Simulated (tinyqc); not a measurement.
Joule-heated wire on a substrate, fin equation: effect of the width of the hot spot as a share of L.

A wire of length L loses heat along itself to two contacts and sideways to the substrate: kap A theta'' - g theta + p = 0 with theta = T - T0 and p(x) = p0 exp(-((x/L - x0)/sg)^2/2). Each end passes the heat flow theta/Rc to its contact. Constant conductivity, diffusive heat flow.

The equation is solved on 800 equal steps and the peak is the largest node value. LH = sqrt(kap A/g); the share is the integral of g theta over that of p.

Values chosen for this exercise:
```
symbol,value,unit,meaning
kap,180,W/(m K),conductivity along the wire
A,730,nm^2,cross-section
g,0.27,W/(m K),conductance per length to the substrate
L,4000,nm,length between the contacts
Rc,6.4,K/uW,thermal resistance of each contact
p0,0.0063,uW/nm,peak heating per length
x0,0.7,,place of the hot spot as a share of L
```

The same in every row: LH (nm) = 697.6; L/LH = 5.734.

Result of one run:
```
peak theta (K),peak/(p0/g),share to the substrate (%)
4.424,0.1896,90.93
```

Which width of the hot spot as a share of L sg gave this result: 0.03, 0.06, 0.12 or 0.21?

sg = 0.03.

The whole series:
```
sg,peak theta (K),peak/(p0/g),share to the substrate (%)
0.03,4.424,0.1896,90.93
0.06,7.833,0.3357,90.52
0.09,10.50,0.4498,89.81
0.12,12.59,0.5394,88.96
0.15,14.21,0.6090,88.29
0.18,15.46,0.6627,87.83
0.21,16.44,0.7046,87.51
0.24,17.21,0.7375,87.24
```

As sg goes from 0.03 to 0.24, the peak theta rises from 4.42 to 17.2 K and the share of heat to the substrate falls from 90.9 to 87.2 %; L/LH is 5.73 throughout.

Computed by the program tinyqc: `OMP_NUM_THREADS=1 python tinyqc.py 2520049 2520050 out.jsonl`, one thread of a shared Intel Xeon 2.30GHz, about 0.01 s for the whole run.
